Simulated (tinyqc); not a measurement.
Rectangular fin or nanosheet with a gate all round, subbands and threshold shift from confinement: one step of the calculation.

Undoped body with a flat potential across it, hard walls, transport along x. Three valley pairs (g = 2 each) with the longitudinal mass along x, y or z. Non-parabolicity enters the subband edges through E (1 + al E) = gamma, so E = 2 gamma/(1 + sqrt(1 + 4 al gamma)); motion within a subband is taken as parabolic with the band-edge mass. Energies are counted from the bulk band edge.

Task. Threshold shift. Each subband has N_k = g sqrt(2 mx m0 kB T/(pi hbar^2)); without degeneracy n = exp(EF/Vt) sum N_k exp(-E_k/Vt). Classical value Nc times t H, Nc = sum over valleys of 2 g (m m0 kB T/(2 pi hbar^2))^1.5 with m = (mx my mz)^(1/3). Threshold shift dVT = Vt ln(classical value/sum N_k exp(-E_k/Vt)). Use the subbands listed.

Inputs (values chosen for the exercise); masses close to those of silicon:
- T = 400 K (temperature)
- ml = 0.906 m0 (longitudinal mass)
- mt = 0.188 m0 (transverse mass)
- t = 6.2 nm (width (along y))
- H = 37.2 nm (height (along z))

Constants: q = 1.602176634e-19 C, kB = 1.380649e-23 J/K, hbar = 1.054571817e-34 J s, m0 = 9.1093837015e-31 kg, Vt = kB T/q. Results are converted to the units shown.

| subband | E_k (eV) | N_k (cm^-1) |
|---|---|---|
| y1,1 | 0.011245871 | 4.6535990e6 |
| y1,2 | 0.015512880 | 4.6535990e6 |
| y1,3 | 0.022624561 | 4.6535990e6 |
| y1,4 | 0.032580915 | 4.6535990e6 |
| y2,1 | 0.040716474 | 4.6535990e6 |
| y2,2 | 0.044983483 | 4.6535990e6 |
| y1,5 | 0.045381942 | 4.6535990e6 |

Find: shares; sum N_k exp(-E_k/Vt); Nc; classical value; dVT.

Result.

| subband | shares (%) |
|---|---|
| y1,1 | 23.18 |
| y1,2 | 20.48 |
| y1,3 | 16.67 |
| y1,4 | 12.48 |
| y2,1 | 9.86 |
| y2,2 | 8.71 |
| y1,5 | 8.61 |

sum N_k exp(-E_k/Vt) = 1.449e7 cm^-1
Nc = 4.148e19 cm^-3
classical value = 9.567e7 cm^-1
dVT = 65.07 mV

Computed by the program tinyqc: `OMP_NUM_THREADS=1 python tinyqc.py 2350084 2350085 out.jsonl`, one thread of a shared Intel Xeon 2.30GHz, about 0.2 s for the whole run.
